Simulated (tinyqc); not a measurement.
Dispersion against the sound-wave line: Born-von Karman spring model of a cubic crystal with one atom per cell. Computed by tinyqc, a small Python program. Command: `OMP_NUM_THREADS=1 python tinyqc.py 3023008 3023009 out.jsonl springs walk`. One thread of a shared host (Intel(R) Xeon(R) Processor @ 2.30GHz), about 0.1 s of CPU time with the checks.

First neighbours lie at a (1,0,0) (6 of them), second at a (1,1,0) (12), with all permutations and signs; the volume per atom is Omega = a^3.

Inputs (values chosen for the exercise, for a model crystal):

| quantity | value | unit |
|---|---|---|
| atomic mass M | 56.8 | u |
| radial spring k1L | 1.5 | eV/angstrom^2 |
| transverse spring k1T | -0.021 | eV/angstrom^2 |
| radial spring k2L | 0.87 | eV/angstrom^2 |
| transverse spring k2T | 0.024 | eV/angstrom^2 |

Lattice: sc.

Constants: nu for 1 eV/(angstrom^2 u) = 15.6333042 THz.

Method:
- A neighbour at R with unit vector n couples by the matrix K(R) = kL n n^T + kT (1 - n n^T), and D(q) = (1/M) sum_R K(R) [1 - cos(q.R)].
- An eigenvalue lambda of D in eV/(angstrom^2 u) gives nu = 15.6333042 THz x sqrt(lambda).
- The last column divides the top branch by the straight line with its slope at G. End points in 2 pi/a: X = (0.5, 0, 0), M = (0.5, 0.5, 0).

Frequencies (THz) along two lines:

| line | fraction of the way | nu 1 | nu 2 | nu 3 | nu 3 / linear |
|---|---|---|---|---|---|
| G-X | 0.10 | 0.6228 | 0.6228 | 1.1768 | 0.99589 |
| G-X | 0.25 | 1.5236 | 1.5236 | 2.8788 | 0.97450 |
| G-X | 0.40 | 2.3402 | 2.3402 | 4.4217 | 0.93549 |
| G-X | 0.55 | 3.0275 | 3.0275 | 5.7203 | 0.88016 |
| G-X | 0.70 | 3.5475 | 3.5475 | 6.7028 | 0.81033 |
| G-X | 0.85 | 3.8714 | 3.8714 | 7.3148 | 0.72827 |
| G-X | 1.00 | 3.9814 | 3.9814 | 7.5227 | 0.63662 |
| G-M | 0.10 | 0.8803 | 1.0291 | 1.5651 | 0.98868 |
| G-M | 0.25 | 2.1465 | 2.5117 | 3.6863 | 0.93146 |
| G-M | 0.40 | 3.2796 | 3.8431 | 5.2858 | 0.83477 |
| G-M | 0.55 | 4.2165 | 4.9494 | 6.2210 | 0.71451 |
| G-M | 0.70 | 4.9120 | 5.7750 | 6.5483 | 0.59094 |
| G-M | 0.85 | 5.3384 | 6.2835 | 6.5180 | 0.48440 |
| G-M | 1.00 | 5.4819 | 6.4551 | 6.4551 | 0.40777 |

What does the comparison show, and why?

Along G-X the top branch ends at 64 % of its linear extrapolation, which is the 2/pi of a pure sine: planes normal to this line couple to their next planes alone. Along G-M the top branch ends at 41 % of its linear extrapolation. A Debye model keeps the straight line throughout.
